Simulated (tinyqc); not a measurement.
# Worked calculation: floating body of a partially depleted SOI transistor: body voltage and kink

tinyqc, about 0.2 s, one thread, Intel Xeon 2.30GHz (shared host): `OMP_NUM_THREADS=1 python tinyqc.py 2182158 2182159 out.jsonl` Printed values are rounded.

Source at 0 V. Channel current Ic = 2 nf K Vt^2 [F(0) - F(Vd)](1 + la Vd), F(V) = ln^2(1 + exp((Vg - VT - nf V)/(2 nf Vt))), VT = VT0 - gb Vb. Saturation voltage Vs = 2 Vt sqrt(F(0)) + 3 Vt, excess Ve = (Vd - Vs + sqrt((Vd - Vs)^2 + 0.0004 V^2))/2, multiplication M1 = Ai Ve exp(-Bl/Ve). Each junction passes D(v) = J1 (exp(v/Vt) - 1) + J2 (exp(v/(2 Vt)) - 1). Bipolar current Ib = bb J1 (exp(Vb/Vt) - 1). The body settles where M1 (Ic + Ib) = D(Vb) + D(Vb - Vd) + Vb/Rb; drain current Id = (1 + M1)(Ic + Ib) - D(Vb - Vd).

Parameters, values chosen for the exercise; values of the order met in partially depleted silicon-on-insulator transistors: temperature T = 358 K; threshold at zero body voltage VT0 = 0.46 V; fall of the threshold per volt of body voltage gb = 0.26; slope factor nf = 1.3; gain factor per width K = 130 uA/(V^2 um); channel-length modulation factor la = 0.07 1/V; impact-ionisation prefactor Ai = 1.12 1/V; impact-ionisation voltage Bl = 8.4 V; diffusion saturation current of each junction J1 = 1.5e-11 uA/um; recombination saturation current of each junction J2 = 3.2e-7 uA/um; gain of the lateral bipolar transistor on the diffusion current bb = 0.5; resistance of a weak body tie to the source (1e9 stands for no tie, and the term is then dropped) Rb = 1e9 kohm um; gate voltage Vg = 0.95 V; drain voltage Vd = 1.7 V.

Constants: q = 1.602176634e-19 C, kB = 1.380649e-23 J/K, Vt = kB T/q. Results are converted to the units shown.

Range of the model: The multiplication law is an empirical form chosen for the exercise; self-heating and capacitive coupling to the body are left out, and the linear laws are rough once Vb passes about 0.7 V or M1 about 0.1.

## Starting value

Vb = 0.68 V.

Vb at the start = 0.68 V

## Iteration 1: new Vb

Current into the body I_in = M1 (Ic + Ib) - D(Vb - Vd), current out I_out = D(Vb) + Vb/Rb; f = ln(I_in/I_out), s = df/dVb by central differences over 1e-5 V, Vb(new) = Vb - f/s.

Ic = 24.8781 uA/um
Ve = 1.09460 V
M1 = 5.69760e-4
I_in = 0.0141908 uA/um
I_out = 0.0756530 uA/um
f = -1.67356
s = -28.9921 1/V
Vb after iteration 1 = 0.622275 V

## Iteration 2: new Vb

As before.

Ic = 23.7711 uA/um
Ve = 1.10614 V
M1 = 6.23763e-4
I_in = 0.0148305 uA/um
I_out = 0.0163115 uA/um
f = -0.0951824
s = -25.5370 1/V
Vb after iteration 2 = 0.618548 V

## Iteration 3: new Vb

As before.

Ic = 23.7005 uA/um
Ve = 1.10689 V
M1 = 6.27382e-4
I_in = 0.0148720 uA/um
I_out = 0.0148788 uA/um
f = -4.59651e-4
s = -25.2902 1/V
Vb after iteration 3 = 0.618530 V

## Course of the iteration

Stop when the step is below 1e-10 V, or after 40 iterations.

Course of the iteration:
```
iteration  Vb before the step (V)   step (V)
1                            0.68    -0.0577
2                        0.622275   -3.73e-3
3                        0.618548   -1.82e-5
4                        0.618530  -4.33e-10
5                        0.618530          0
```

Converged in 5 iterations.

## Drain current with floating and with grounded body

converged Vb = 0.618530 V

Id and VT at the converged Vb, Id at Vb = 0, their ratio, and the bipolar share Ib/(Ic + Ib).

VT = 0.299182 V
Id, floating = 23.7188 uA/um
Id, grounded = 13.4635 uA/um
ratio = 1.76172
bipolar share = 0.0161307 %

The body rises to 0.619 V and lowers the threshold by 161 mV.
